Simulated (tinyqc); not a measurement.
Phase shift across the band: Koster-Slater impurity in a tight-binding band, by Green functions and by supercells. Computed by tinyqc, a small Python program. Command: `OMP_NUM_THREADS=1 python tinyqc.py 3008015 3008016 out.jsonl kosterslater walk`. One thread of a shared host (Intel(R) Xeon(R) Processor @ 2.30GHz), about 0.04 s of CPU time with the checks.

One orbital per site, e(k) = -2 t sum cos(k_i) over 3 direction(s), band from -6 t to 6 t, lattice constant 1. One site has the extra energy U. Spin is left out.

Inputs (values chosen for the exercise, for a model band): hopping t = 0.92 eV; impurity potential U = -7 eV; broadening eta = 0.092 eV.

Lattice: simple cubic.

Method:
- Outside the band G0(E) = (1/pi) int_0^pi dk (2/(pi z)) K(16 t^2/z^2), z = E + 2 t cos k, K the complete elliptic integral with parameter m; 200 Gauss-Legendre points.
- A bound state solves 1/U = G0(E).
- Bisection in ln(distance from the edge) between 1e-5 t and |U| + t. Weight on the impurity site: -1/(U^2 dG0/dE), by a central difference with step min(1e-4 t, distance/30). Decay length along an axis: 1/arccosh(1 + distance/(2 t)).
- Inside the band G0(z), z = E + i eta, comes from the chain form 1/(sqrt(y - 2t) sqrt(y + 2t)) (principal roots) at y = z + 2 t cos k + 2 t cos k', averaged over k and k' in (0, pi) with 200 Gauss-Legendre points each.
- delta/pi = -arg(1 - U G0)/pi counts the states added below E (Friedel); host DOS = -Im G0/pi, DOS on the impurity = -Im[G0/(1 - U G0)]/pi; 13 evenly spaced energies from -(band edge + |U| + 2t) to +(band edge + |U| + 2t).

distance from the band edge = 2.24842 eV

level E_b = -7.76842 eV

Across the spectrum:
```
E (eV)   Re G0 (1/eV)  host DOS (1/eV)  DOS on the impurity (1/eV)  delta/pi
-14.360      -0.07147          0.00015                    0.000615   0.00215
-11.967      -0.08682          0.00023                    0.001496   0.00411
-9.573       -0.11123          0.00039                    0.007934   0.01231
-7.180       -0.15828          0.00087                    0.072583   0.94399
-4.787       -0.27925          0.02783                    0.021639   0.81855
-2.393       -0.31944          0.09672                    0.015982   0.66757
0.000         0.00000          0.15190                    0.012493   0.40741
2.393         0.31944          0.09672                    0.006450   0.18508
4.787         0.27925          0.02783                    0.003057   0.06501
7.180         0.15828          0.00087                    0.000196   0.00290
9.573         0.11123          0.00039                    0.000123   0.00153
11.967        0.08682          0.00023                    0.000089   0.00100
14.360        0.07147          0.00015                    0.000068   0.00072
```

delta/pi starts and ends near zero (+0.002 and +0.001): the impurity moves states but creates none. delta/pi rises at the bound state below the band (-7.768 eV), reaches 0.94 among these rows (1 in the limit of small eta, just above the level) and is paid back by the top of the band.

Extremes, crossings and ranges named in words are read from the listed rows.
